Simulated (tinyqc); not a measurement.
States in the gap of a film: thin (001) film in sp3s* tight binding with raised dangling bonds.

Planes alternate anion (a), cation (c) along [001], a/4 apart, starting with an anion; zero in-plane momentum; levels counted from the bulk Ev, the lower root of [[Epa, Vxx], [Vxx, Epc]]; no spin-orbit coupling. Block of s, pz, s*: from an anion to the cation above, Vss/2 (s,s), Vsapc/2 (s,z), -Vscpa/2 (z,s), Vxx/2 (z,z), Vxapc/2 (s*,z), -Vpaxc/2 (z,s*); to the cation below the same with the s-z and s*-z signs reversed. Block of u = (px + py)/sqrt2 and v = (px - py)/sqrt2: to the cation above (Vxx + Vxy)/2 for u and (Vxx - Vxy)/2 for v, to the cation below the reverse. Each surface atom has two dangling sp3 hybrids; raising both by dl adds (dl/2) [[1, t], [t, 1]] to its s, pz levels (t = -1 at the bottom face, +1 at the top) and dl to the one of u, v in whose plane the missing bonds lie (v for a bottom anion or a top cation, u for a top anion).

Parameters, chosen for this exercise (out of a larger set: near a published set for Si, fitted to gaps, whose masses and valley positions are rough; not measured data): p = (-4.224, 1.696, -4.224, 1.696, 6.62, 6.62, -8.227, 1.704, 4.543, 5.764, 5.764, 5.423, 5.423) eV (order Esa, Epa, Esc, Epc, Exa, Exc, Vss, Vxx, Vxy, Vsapc, Vscpa, Vxapc, Vpaxc); Nw = 19 (planes in the thicker film).

edges (eV): Gamma 3.40800, Delta 1.12663

Levels between 0 and the lower bulk edge, the largest weight on the two outer planes of both faces among them, and the nearest levels outside, for several shifts dl.

Film of Nw planes:
```
dl (eV)  levels in the gap       at (eV)  surface weight  next above (eV)  next below (eV)
0                        2  0.220, 0.307            0.75           1.1935          -0.1229
1                        2  0.706, 0.738            0.82           1.1949          -0.1186
2                        1         1.126            0.41           1.1572          -0.1161
3                        0             -               -           1.1850          -0.1144
5                        0             -               -           1.1910          -0.1124
10                       0             -               -           1.1916          -0.1100
30                       0             -               -           1.1919          -0.1078
100                      0             -               -           1.1920          -0.1068
```

Can the levels of the bare film be read as confined subbands?

No: with bare surfaces (dl = 0) 2 levels lie in the bulk gap, with up to 75 % of the weight on the four outer planes, two a face, where an even spread gives 21 %; these are dangling-bond states, not subbands. The reruns show the bulk gap clear from dl = 3 eV on, and at dl = 30 eV the next level above lies -0.1 meV from its value at 100 eV.

Run: tinyqc, `OMP_NUM_THREADS=1 python tinyqc.py 1481289 1481290 out.jsonl`; Intel(R) Xeon(R) Processor @ 2.30GHz, one thread, shared host; about 0.4 s of CPU time with all checks.
